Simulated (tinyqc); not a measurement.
# Donor in an ellipsoidal valley (Kohn-Luttinger variational method), step by step

A worked calculation. Computed by tinyqc, a small Python program that keeps every step. Command: `OMP_NUM_THREADS=1 python tinyqc.py 3006825 3006826 out.jsonl kohnlutt walk`. One thread of a shared host (Intel(R) Xeon(R) Processor @ 2.30GHz), about 0.03 s of CPU time with the checks. Intermediate numbers are printed to about 7 digits and carried at full precision; extremes and crossings named in words are read from the listed rows.

H = -(d^2/dx^2 + d^2/dy^2) - gamma d^2/dz^2 - 2/r in units built on m_t, with gamma = m_t/m_l and z along the valley axis. One valley; no valley-orbit or central-cell term.

Inputs (values chosen for the exercise, modelled on silicon):
```
quantity                      value  unit
transverse mass m_t           0.187   m_0
longitudinal mass m_l         0.892   m_0
dielectric constant eps        11.4     -
trial ratio b/a                0.84     -
observed depth chosen for 1s   46.3   meV
```

Constants: Ry = 13.605693123 eV; a_0 = 0.529177210903 angstrom; h x 1 THz = 4.135667696 meV.

## Effective units

Ry* = Ry m_t/eps^2, a* = a_0 eps/m_t, gamma = m_t/m_l.

Ry* = 19.57729 meV

a* = 32.26000 angstrom

gamma = 0.2096413

## Energy at a trial ratio

Trial function exp(-sqrt((x^2 + y^2)/a^2 + z^2/b^2)) with beta = b/a < 1: E = t/a^2 - u/a, t = (2 + gamma/beta^2)/3, u = 2 arcsin(sqrt(1 - beta^2))/sqrt(1 - beta^2); the best a is 2 t/u and E(beta) = -u^2/(4 t).

t = 0.7657035

u = 2.113997

best a = 0.7244130 a*

E(beta) = -1.459111 Ry*

## Minimum over the ratio

Golden-section search on beta from 0.05 to 0.999, 60 steps.

Search, first ten steps; c and d are the inner points:
```
step        low       high          c  E(c) (Ry*)          d  E(d) (Ry*)
1     0.0500000  0.9990000  0.4124857   -1.467934  0.6365143   -1.554301
2     0.4124857  0.9990000  0.6365143   -1.554301  0.7749715   -1.496477
3     0.4124857  0.7749715  0.5509430   -1.560508  0.6365143   -1.554301
4     0.4124857  0.6365143  0.4980570   -1.544375  0.5509430   -1.560508
5     0.4980570  0.6365143  0.5509430   -1.560508  0.5836283   -1.562046
6     0.5509430  0.6365143  0.5836283   -1.562046  0.6038289   -1.560417
7     0.5509430  0.6038289  0.5711436   -1.562110  0.5836283   -1.562046
8     0.5509430  0.5836283  0.5634277   -1.561757  0.5711436   -1.562110
9     0.5634277  0.5836283  0.5711436   -1.562110  0.5759123   -1.562176
10    0.5711436  0.5836283  0.5759123   -1.562176  0.5788596   -1.562160
```

best beta = 0.5763034

radius a of the 1s trial function = 24.17222 angstrom

radius b of the 1s trial function = 13.93053 angstrom

1s binding energy, trial function = 30.58317 meV

The envelope is flattened along the heavy axis; beta is close to gamma^(1/3) = 0.594.

## Levels from a Gaussian basis

Gaussian basis: g = P exp(-al (x^2 + y^2) - be z^2) with P = 1 (s-like), z (2p0) or x (2p+-); al = 0.004 x 2.6^k, k = 0..11, and be/al = 1, gamma^(-1/2) or 1/gamma (36 functions); 1/r = (2/sqrt(pi)) int exp(-t^2 r^2) dt by 48 Gauss-Legendre points after t = sqrt(al_i + al_j) tan(theta); overlap eigenvalues below 1e-10 are dropped.

1s binding energy, Gaussian basis = 30.62378 meV

2p0 binding energy = 11.23647 meV

2p+- binding energy = 6.277579 meV

The two-parameter trial function recovers 99.87 % of the 1s binding of the larger basis. 2p0, with its lobes along the heavy axis, is bound 1.79 times as strongly as 2p+-.

## Optical lines and the chemical shift

With an observed depth of 1s, the lines are 1s -> 2p0 = depth - E(2p0) and 1s -> 2p+- = depth - E(2p+-); the chemical shift is depth - E(1s, Gaussian basis); 1 meV = 1 THz/4.135667696.

line 1s -> 2p0 = 35.06353 meV

line 1s -> 2p+- = 40.02242 meV

chemical shift = 15.67622 meV

frequency of the line 1s -> 2p+- = 9.677378 THz

The spacing of the two lines, 4.959 meV, does not depend on the depth, so it is the same for every donor in this host.

## Which single mass stands for the valley

A hydrogenic level is Ry m/eps^2 for one mass m; errors are against the Gaussian basis.

1s binding energy:
```
rule                                      mass (m_0)  binding (meV)  error (%)
transverse mass                            0.1870000       19.57729   -36.0716
conductivity mass 3/(2/m_t + 1/m_l)        0.2538874       26.57982   -13.2053
density-of-states mass (m_t^2 m_l)^(1/3)   0.3147864       32.95543     7.6138
longitudinal mass                          0.8920000       93.38472   204.9418
trial function with a and b                        -       30.58317    -0.1326
mass that fits 1s                          0.2925148       30.62378     0.0000
```

The conductivity mass, which is what a spherical trial function (a = b) gives, falls short by 13.2 %, as a restricted variational bound must; the density-of-states mass is off by +7.6 %. The mass that fits lies between the two.

## Levels against anisotropy

The trial energy is minimised over beta by golden section from 0.05 to 0.999, 60 steps.

Binding energies (Ry*):
```
gamma  1s, trial  1s, Gaussians       2p0       2p+-
0.052   2.075792       2.087047  1.010223  0.3673285
0.100   1.838678       1.844464  0.790507  0.3475056
0.210   1.561535       1.563604  0.573499  0.3205888
0.310   1.416165       1.417158  0.475549  0.3046109
0.360   1.360877       1.361581  0.441004  0.2981562
0.600   1.175945       1.176066  0.335843  0.2748799
0.860   1.050802       1.050788  0.273405  0.2574815
```

As gamma falls from 0.86 to 0.052, 1s deepens from 1.051 to 2.087 Ry*, on the way from the hydrogen value 1 to the two-dimensional limit 4; 2p+- moves from 0.257 to 0.367 (limits 1/4 and 4/9), while 2p0 climbs from 0.273 to 1.010 and joins 1s as gamma tends to 0. Near gamma = 1 the trial function is almost exact and can pass the Gaussian basis, whose own error is about 3e-5 Ry*.

Checks made by the program: the Gaussian basis at gamma = 1 against 1, 1/4 and 1/4 Ry* (relative difference 3e-05); trial function against Gaussian basis (relative difference 1e-03).
